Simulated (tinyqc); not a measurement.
MOS inversion layer, Poisson-Schroedinger loop: effect of the sheet density of electrons.

Electrons confined at an insulator interface at z = 0, treated as a hard wall; parabolic valleys, Hartree approximation, no image or exchange terms. The depletion charge lies far deeper than the electrons and gives a uniform field q Nd/(eps0 eps_r); the gate balances all charge. Energies are counted from the band edge at the interface.

Schroedinger equation -(C/mz) psi'' + (V0 + U + dE for set B) psi = E psi, C = hbar^2/(2 m0), psi(0) = 0, on a uniform mesh of 800 nodes with a far wall at 120 nm, 8 levels a set; V0 = q Nd z/(eps0 eps_r); dU/dz = q (Ns - integral of n from 0 to z)/(eps0 eps_r), U(0) = 0; N_k = g md m0 q Vt/(pi hbar^2) ln(1 + exp((EF - E_k)/Vt)), g the number of valleys of the set, sum N_k = Ns. Triangular well: E_k = a_k (C F^2/mz)^(1/3), a_1 = 2.338107, a_2 = 4.087949, C = hbar^2/(2 m0), F in eV/nm. Fang-Howard (all electrons in the lowest level of set A): b^3 = 6 (mz1/C) q (Nd + 11 Ns/32)/(eps0 eps_r), centroid 3/b, level C b^2/(4 mz1) + (3/b) q (Nd + 11 Ns/16)/(eps0 eps_r). The centroid adds 3.9 z_av/eps_r to an oxide-equivalent thickness.

Parameters, values chosen for the exercise; masses and permittivity close to those of silicon (100):
- T = 300 K (temperature)
- eps_r = 11.5 (relative permittivity)
- mz1 = 0.93 m0 (mass along z of valley set A (2 valley(s)))
- md1 = 0.193 m0 (in-plane density-of-states mass of set A)
- mz2 = 0.189 m0 (mass along z of valley set B (4 valley(s)))
- md2 = 0.417 m0 (in-plane density-of-states mass of set B)
- Nd = 1.2e11 cm^-2 (sheet density of depletion charge)
- dE = 0 eV (extra shift of set B (strain))

Constants: q = 1.602176634e-19 C, kB = 1.380649e-23 J/K, hbar = 1.054571817e-34 J s, m0 = 9.1093837015e-31 kg, Vt = kB T/q, eps0 = 8.8541878128e-14 F/cm where lengths are in cm, hbar^2/(2 m0) = 0.0380998212 eV nm^2. Results are converted to the units shown.

Effect of the sheet density of electrons:

| Ns (cm^-2) | A1 (meV) | B1 (meV) | EF (meV) | share of A1 (%) | share of set A (%) | centroid z_av (nm) | added oxide equivalent (nm) | Fang-Howard centroid (nm) |
|---|---|---|---|---|---|---|---|---|
| 1e11 | 18.0 | 29.6 | -136 | 11.0 | 33.7 | 11.4 | 3.87 | 4.23 |
| 2.1e11 | 23.3 | 37.6 | -107 | 13.0 | 35.2 | 10.2 | 3.46 | 3.94 |
| 4.5e11 | 33.1 | 52.4 | -70.1 | 17.0 | 38.0 | 8.50 | 2.88 | 3.49 |
| 9.7e11 | 50.3 | 77.6 | -23.3 | 24.2 | 43.0 | 6.57 | 2.23 | 2.96 |
| 2.1e12 | 79.4 | 119 | 37.5 | 35.7 | 51.1 | 4.77 | 1.62 | 2.41 |
| 4.4e12 | 125 | 181 | 116 | 49.7 | 61.3 | 3.38 | 1.15 | 1.93 |
| 9.4e12 | 202 | 283 | 232 | 62.9 | 71.1 | 2.36 | 0.801 | 1.52 |
| 2e13 | 330 | 450 | 416 | 70.4 | 76.6 | 1.69 | 0.575 | 1.19 |

As Ns goes from 1e11 to 2e13, A1 rises from 18.0 to 330 meV, the share of A1 rises from 11.0 to 70.4 % and the centroid falls from 11.4 to 1.69 nm. A1 goes as Ns^(0.65) between the last two rows (a triangular well in the field of that charge alone gives 2/3). EF lies more than 2 meV above A1 for Ns = 9.4e12, 2e13. The Fang-Howard centroid is 63 % below the full one in the first row, where A1 holds 11.0 %, and 30 % below it in the last, where A1 holds 70.4 %. For Ns = 1e11, 2.1e11, 4.5e11, 9.7e11 the eighth level of a set still holds over 0.4 % of the electrons, so more levels and a farther wall would raise the centroid.

tinyqc, about 0.6 s, one thread, Intel Xeon 2.30GHz (shared host): `OMP_NUM_THREADS=1 python tinyqc.py 2160093 2160094 out.jsonl`
